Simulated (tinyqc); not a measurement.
Coherent transport through a tight-binding region between two chains, step by step. One step of it, computed by the program tinyqc.

Task: Transmission at E = 0.59 eV. Surface Green function g = (E - i sqrt(4 t^2 - E^2)) / (2 t^2); self-energy tc^2 g on each contact site; G = (E - H - Sigma)^(-1); Gamma = -2 Im Sigma; T = Gamma_L Gamma_R |G_LR|^2; local density of states -Im G_ii / pi.

H of the central region (eV), lower triangle:
```
           1          2          3          4         5
1  -0.130000
2  -1.830000   0.580000
3   0.000000  -1.830000   0.340000
4   0.000000   0.000000  -1.660000  -0.920000
5   0.000000   0.000000   0.000000  -1.150000  0.270000
```

Leads: semi-infinite chains with site energy 0:
```
parameter                           value
lead hopping t (eV)              2.080000
coupling to the left lead (eV)   0.570000
coupling to the right lead (eV)  0.660000
left contact site                       1
right contact site                      5
```

E = 0.590000 eV

Give: g; G; local density of states; transmission.

Result:

g = 0.068-0.476i 1/eV

G (1/eV), lower triangle:
```
               1              2              3              4
1   0.451-0.296i
2   0.349+0.075i  -0.127-0.058i
3  -0.453+0.296i   0.198-0.075i   0.452-0.296i
4  -0.317-0.127i   0.110+0.075i   0.316+0.127i  -0.169-0.102i
5   1.070-0.260i  -0.430+0.009i  -1.068+0.260i   0.635-0.049i

              5
5  0.708-0.311i
```

local density of states (1/eV): 0.094  0.018  0.094  0.032  0.099

transmission = 0.155
